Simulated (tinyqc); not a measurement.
What each parameter does: averaged masses of warped heavy- and light-hole bands.

Four-band hole energies E = c k^2 f(u), c = hbar^2/2m0, f = g1 -/+ 2 sqrt(g2^2 + 3 (g3^2 - g2^2) s), s = ux^2 uy^2 + uy^2 uz^2 + uz^2 ux^2 for the unit vector u; minus for heavy, plus for light holes; the mass along u is 1/f.

Grid: n x n midpoints in cos(theta) from 0 to 1 and phi from 0 to pi/2, equal weights. m_d = <f^(-3/2)>^(2/3). Conductivity mass for one scattering time: 1/m_c = <|w|^2 f^(-5/2)>/<f^(-3/2)> with w = grad_k(k^2 f)/(2 k), that is |w|^2 = f^2 + |angular gradient of f|^2/4.

Values chosen for the exercise (out of a larger set: near those of InAs; not measured data):
- g1 = 19.94 (Luttinger gamma1)
- g2 = 8.51 (gamma2)
- g3 = 9.17 (gamma3)

n = 40.

Results for these values:
```
case  m_d heavy (m0)  m_c heavy (m0)  m_d light (m0)  m_c light (m0)
base          0.4866          0.4352          0.0265          0.0265
```

What happens to each result for g1 = 19.342, all else kept?

Answer: m_d heavy rises from 0.4866 to 0.6977; m_c heavy rises from 0.4352 to 0.5668; m_d light rises from 0.0265 to 0.0269; m_c light rises from 0.0265 to 0.0269.

The same for each parameter in turn:
```
case         m_d heavy (m0)  m_c heavy (m0)  m_d light (m0)  m_c light (m0)
base                 0.4866          0.4352          0.0265          0.0265
g1 = 19.342          0.6977          0.5668          0.0269          0.0269
g2 = 8.255           0.4537          0.3814          0.0266          0.0266
g3 = 9.445           0.6127          0.4568          0.0263          0.0262
```

(tinyqc, `OMP_NUM_THREADS=1 python tinyqc.py 1050131 1050132 out.jsonl`, Intel(R) Xeon(R) Processor @ 2.30GHz, 1 thread, shared host, about 0.02 s.)
